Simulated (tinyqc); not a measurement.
# Landau-Devonshire theory of a uniaxial ferroelectric, step by step

A worked calculation. Computed by tinyqc, a small Python program that keeps every step. Command: `OMP_NUM_THREADS=1 python tinyqc.py 3022904 3022905 out.jsonl ferro walk`. One thread of a shared host (Intel(R) Xeon(R) Processor @ 2.30GHz), about 0.01 s of CPU time with the checks. Intermediate numbers are printed to about 6 digits and carried at full precision; extremes and crossings named in words are read from the listed rows.

G(P) = (alpha/2) P^2 + (beta*/4) P^4 + (gamma/6) P^6 - E P per volume, SI units, one domain, P along the polar axis, which is normal to the film.

Inputs (values chosen for the exercise, modelled on lead titanate):
```
quantity                           value             unit
alpha_0                           729000      J m/(C^2 K)
Curie-Weiss temperature T0           752                K
beta                           -2.77e+08        J m^5/C^4
gamma                           1.59e+09        J m^9/C^6
temperature T                        416                K
misfit strain u_m                -0.0024                -
electrostriction Q12              -0.026          m^4/C^2
compliance s11 + s12             5.5e-12            m^2/N
applied field E                      5.2             MV/m
film thickness d                     6.1               nm
screening length lambda           0.0033               nm
background permittivity eps_b         10                -
gradient coefficient g           1.7e-10        J m^3/C^2
series capacitance C_d               2.4  microfarad/cm^2
start of Newton steps P0/Ps            1                -
```

Sample: epitaxial film.

Constants: eps_0 = 8.8541878128e-12 F/m.

## Coefficients at T

alpha = alpha_0 (T - T0*), with clamping: T0* = T0 + 4 Q12 u_m/(alpha_0 (s11 + s12)), beta* = beta + 4 Q12^2/(s11 + s12).

T0* = 814.252 K

alpha = -2.90326e+08 J m/C^2

beta* = 2.14636e+08 J m^5/C^4

Compression raises T0 by 62 K. beta* > 0: the transition is of second order, although the free crystal has a first-order one.

## Spontaneous polarisation, susceptibility, coercive field

Ps^2 = [-beta* + sqrt(beta*^2 - 4 alpha gamma)]/(2 gamma). chi = 1/(eps_0 G''), G'' = alpha + 3 beta* P^2 + 5 gamma P^4 at Ps. Ps, chi and the coercive field are for perfect screening, without a depolarising field. The intrinsic coercive field is |alpha P + beta* P^3 + gamma P^5| at the P_c where G'' = 0. 1 C/m^2 = 100 microcoulomb/cm^2.

spontaneous polarisation Ps = 60.4246 microcoulomb/cm^2

susceptibility chi = 112.427

well depth G(Ps) = -32.9495 MJ/m^3

P_c = 39.3505 microcoulomb/cm^2

intrinsic coercive field = 86.1643 MV/m

P_c/Ps = 0.651, above the 0.577 of a quartic well, as the sixth-order term matters. Real switching runs by domain nucleation at far lower fields.

## Polarisation in the field by Newton steps

Solve G'(P) = alpha P + beta* P^3 + gamma P^5 - E = 0 by P(new) = P - G'/G'' from P0; stop when the step is below 1e-11 C/m^2 (G' under 1e-6 MV/m is shown as 0).

Newton steps:
```
step  P (microcoulomb/cm^2)     G' (MV/m)  G'' (MJ m/C^2)
1                   60.4246  -5.20000e+00         1004.57
2                   60.9422   1.05254e-01         1045.40
3                   60.9322   4.04527e-05         1044.60
4                   60.9322             0         1044.60
```

P at the end of the steps = 60.9322 microcoulomb/cm^2

1/(eps_0 G'') there = 108.119

The linear estimate Ps + eps_0 chi E gives 60.942; the field lowers chi by 3.8 %.

## The 180-degree wall

With the term (g/2) (dP/dx)^2, (g/2) P'^2 = G(P) - G(Ps) across the wall: energy = int_(-Ps)^(Ps) sqrt(2 g [G(P) - G(Ps)]) dP (40 Gauss-Legendre points); width = 2 Ps over the slope at P = 0, sqrt(2 |G(Ps)|/g). Elastic coupling inside the wall is left out.

wall energy = 88.4853 mJ/m^2

wall width = 1.94101 nm

## A capacitor with imperfect screening

Between shorted electrodes with screening length lambda each, the depolarising field is -k P, k = 2 lambda/(eps_0 (d + 2 lambda eps_b)), so alpha turns into alpha + k. The polar state is the lowest uniform state while alpha + k < 0 (beta* > 0) or < 3 beta*^2/(16 gamma) (beta* < 0); setting the equality gives the critical thickness d_c.

depolarising coefficient k = 1.20890e+08 J m/C^2

polarisation of the film = 51.5606 microcoulomb/cm^2

size of the depolarising field = 62.3318 MV/m

critical thickness d_c = 2.50149 nm

The film keeps 85 % of Ps.

## Thickness series

Domains are left out, though they can pre-empt both the loss of P and the state at P = 0. The second and third columns are for the shorted capacitor, polar only where it is the lowest uniform state: alpha + k < 0 (beta* > 0) or < 3 beta*^2/(16 gamma) (beta* < 0). The last column is another circuit, the film in series with C_d at P = 0: 1/C = (alpha d)/(1 + alpha eps_0 eps_b) + 1/C_d, and P = 0 is locally stable while 1/C > 0; a dash marks the rest.

Against thickness:
```
d (nm)  P (microcoulomb/cm^2)  depolarising field (MV/m)  C of the stack / C_d
1                      0.0000                     0.0000               1.00720
2                      0.0000                     0.0000               1.01451
3                     34.2864                    83.3575               1.02193
5                     48.9991                    72.0972               1.03708
8                     54.0102                    49.9129               1.06069
15                    57.2289                    28.3148               1.12017
30                    58.8812                    14.5981               1.27316
60                    59.6654                     7.4044               1.75162
150                   60.1238                     2.9865                     -
```

The polar state appears between 2 and 3 nm (d_c = 2.50 nm), and at 150 nm P is 99.5 % of Ps. The stack exceeds C_d wherever it is stable, up to 1.75 times: the ferroelectric held at P = 0 acts as a negative capacitance.

Checks made by the program: Ps against a numerical root of G'(P)/P (relative difference below 1e-10).
